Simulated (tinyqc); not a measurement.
MESFET, gradual channel with velocity saturation: one step of the calculation.

A uniformly doped n-type channel, depleted from the top by a Schottky gate; at channel potential V the depleted share of a is u = sqrt((Vbi - Vg + V)/Vp), s at the source. Electrons drift with v = mu E/(1 + mu E/vsat). Abrupt depletion edge, no series resistance, source at 0.

Task. The saturation point by Newton steps. a is the channel (half-)thickness, Vp its pinch-off voltage and Z = mu Vp/(vsat L); an iterate with u > 1 is an overshoot, not a physical state. f = (1 - u)(1 + Z (u^2 - s^2)) - Z F/3, F = 3 (u^2 - s^2) - 2 (u^3 - s^3); f' = -(1 + Z (u^2 - s^2)); u(new) = u - f/f'.

u after iteration 1 = 0.92267651
Z = 1.0924318
s = 0.56477074

Wanted: f; f'; u after iteration 2.

Result.

f = -0.01840
f' = -1.582
u after iteration 2 = 0.9110

Program tinyqc, `OMP_NUM_THREADS=1 python tinyqc.py 2500071 2500072 out.jsonl`; Intel Xeon 2.30GHz, shared host, one thread, about 0.04 s.
